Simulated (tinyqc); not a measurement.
# Field length and prefactor from two substrate currents

Inverse problem. For Em = (Vd - Vdsat)/l, Isub/Id = (Ai/Bi)(Vd - Vdsat) exp(-Bi l/(Vd - Vdsat)), and l = sqrt(3 tox xj). Find l, Ai and xj.

Parameters, values chosen for the exercise: oxide thickness tox = 4.4 nm; ionisation field Bi = 1.69 MV/cm.

Isub/Id at Vd - Vdsat = 1.3 and 1.7 V: 0.0527490340  0.152544262

Answer. ln[Isub/(Id (Vd - Vdsat))] is linear in 1/(Vd - Vdsat) with slope -Bi l.

l = 25.95 nm
Ai = 2.000e6 1/cm
xj = 51.00 nm

tinyqc, about 0.01 s, one thread, Intel Xeon 2.30GHz (shared host): `OMP_NUM_THREADS=1 python tinyqc.py 2550065 2550066 out.jsonl`
